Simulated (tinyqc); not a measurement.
One share for all, or one for each: linear model of a band gap against the share of exact exchange.

E(alpha) = E0 + S alpha. A wider gap screens less, modelled in the Penn form eps(alpha) = 1 + (e0 - 1)(EP/(EP + S alpha))^2 with a scale EP chosen for the exercise. A dielectric-dependent hybrid takes alpha = 1/eps.

Errors of the gap (eV) against each target; e0, EP, S and the gaps are values chosen for the exercise.

Results:
```
case          E0 (eV)  S (eV)     e0  EP (eV)  target Et (eV)  alpha needed  error, alpha = 0  error, 0.25  error, self-consistent
like GaP         1.59    5.46  10.10     11.7            2.39         0.147             -0.80         0.56                   -0.21
like InP         0.67    5.19   9.98      9.6            1.44         0.148             -0.77         0.53                   -0.19
like AlN         4.26    8.09   5.06     22.7            6.17         0.236             -1.91         0.11                   -0.11
like HfO2        4.10    7.97   4.77     18.8            5.88         0.223             -1.78         0.21                    0.17
like Al2O3       5.83   10.21   3.53     27.8            8.85         0.296             -3.02        -0.47                    0.37
like diamond     4.11    7.06   6.50     26.1            5.50         0.197             -1.39         0.38                   -0.22
like MgO         4.75   10.63   3.36     25.1            7.77         0.284             -3.02        -0.36                    0.81
```

What can be read from this table?

Mean absolute errors: 1.81, 0.37 and 0.30 eV for alpha = 0, 0.25 and the self-consistent value. A fixed quarter overshoots for GaP, InP, AlN, HfO2 and diamond and falls short for Al2O3 and MgO; the alpha needed runs between 0.147 and 0.296 and its correlation with 1/e0 over these cases is 0.99.

Program tinyqc; command `OMP_NUM_THREADS=1 python tinyqc.py 1881190 1881191 out.jsonl`; about 0.01 s on one thread of a shared Intel(R) Xeon(R) Processor @ 2.30GHz.
